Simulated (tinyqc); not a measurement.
Thermal displacements in the Debye model: Debye-Waller factors, bond-length spread and the Lindemann rule: one step, computed by the program tinyqc.

A Debye spectrum with three branches of one velocity, cut at k_B Theta; 2 atoms per cube, nearest neighbours at d = 0.866025 a.

Task: Mean-square displacement. <u_x^2> = (3 hbar^2/(2 M k_B Theta)) int_0^1 s coth(s Theta/(2T)) ds (64 Gauss-Legendre points); it tends to 3 hbar^2/(4 M k_B Theta) at T = 0 and to 3 hbar^2 T/(M k_B Theta^2) at high T. B = 8 pi^2 <u_x^2>.

Inputs (values chosen for the exercise, modelled on iron): atomic mass M = 55.85 u; Debye temperature Theta = 450 K; temperature T = 295 K.

Structure: bcc.

Constants: hbar^2/u = 4.18015928e-03 eV angstrom^2; k_B = 8.617333262e-05 eV/K.

Give: <u_x^2>; zero-point value; classical value; B factor.

Result:

<u_x^2> = 0.004036 angstrom^2

zero-point value = 0.001448 angstrom^2

classical value = 0.003796 angstrom^2

B factor = 0.3187 angstrom^2

The zero-point value is 35.9 % and the classical value 94.1 % of the full result; the two are limits, not parts that add.
